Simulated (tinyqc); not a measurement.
Worked calculation: CID on RHF in the 6-311g basis, for H-, spin multiplicity 1. The basis has no diffuse functions, so it cannot describe the extra electron: this is an exercise in the method, not the real anion. One step of it, computed by the program tinyqc.

Problem. CID: roots. Diagonalise (each vector has its largest component positive (the first on a tie)); all determinants have Ms = 0, so triplets appear too. The lowest singlet root is the correlation energy.

Occupation strings over the orbitals (2 doubly, a alpha, b beta, 0 empty; spin orbitals ordered 1a 1b 2a 2b ...): 200 020 0ab 0ba 002

H - E(HF) between determinants (hartree), order 200, 020, 0ab, 0ba, 002:
```
[[0.000000, 0.102796, -0.050137, 0.050137, 0.077965],
 [0.102796, 0.865049, 0.046990, -0.046990, 0.106288],
 [-0.050137, 0.046990, 2.897017, -0.106288, -0.123437],
 [0.050137, -0.046990, -0.106288, 2.897017, 0.123437],
 [0.077965, 0.106288, -0.123437, 0.123437, 5.242092]]
```

Give: lowest roots of this matrix, relative to E(HF); lowest vectors; <S^2> of these roots; weight of the ground state by excitation level 0, 1, 2, ....

Solution.

lowest roots of this matrix, relative to E(HF) (hartree): [-0.0148, 0.8723, 2.7907, 2.9936, 5.2593]

lowest vectors, order 200, 020, 0ab, 0ba, 002:
```
[[0.9928, 0.1169, 0.0000, -0.0204],
 [-0.1165, 0.9923, 0.0000, 0.0339],
 [0.0178, -0.0207, 0.7071, 0.7045],
 [-0.0178, 0.0207, 0.7071, -0.7045],
 [-0.0115, -0.0274, 0.0000, 0.0765]]
```

<S^2> of these roots: [0.0000, 0.0000, 2.0000, 0.0000, 0.0000]

weight of the ground state by excitation level 0, 1, 2, ...: [0.9857, 0.0000, 0.0143]
